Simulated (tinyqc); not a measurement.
Length of a molecular wire: coherent transport through a tight-binding bridge. Computed by the program tinyqc. 

A uniform bridge between two chains:
```
parameter,value
site energy (eV),1.880000
hopping in the bridge (eV),0.520000
lead hopping (eV),2.170000
couplings (eV),"0.58, 0.87"
E (eV),0.490000
```

T = Gamma_L Gamma_R |G_1n|^2 with the self-energies of semi-infinite chains.

Transmission against length:
```
sites,T,ln T
2,1.7231e-02,-4.061
3,3.4366e-03,-5.673
4,6.9322e-04,-7.274
5,1.4016e-04,-8.873
6,2.8351e-05,-10.471
7,5.7355e-06,-12.069
8,1.1603e-06,-13.667
9,2.3474e-07,-15.265
10,4.7488e-08,-16.863
```

E lies outside the band of the bridge (|E - e|/2h = 1.337 > 1), so T decays as exp(-beta n) with beta = 2 arccosh(1.337) = 1.5980 a site; the last two rows give 1.5980.
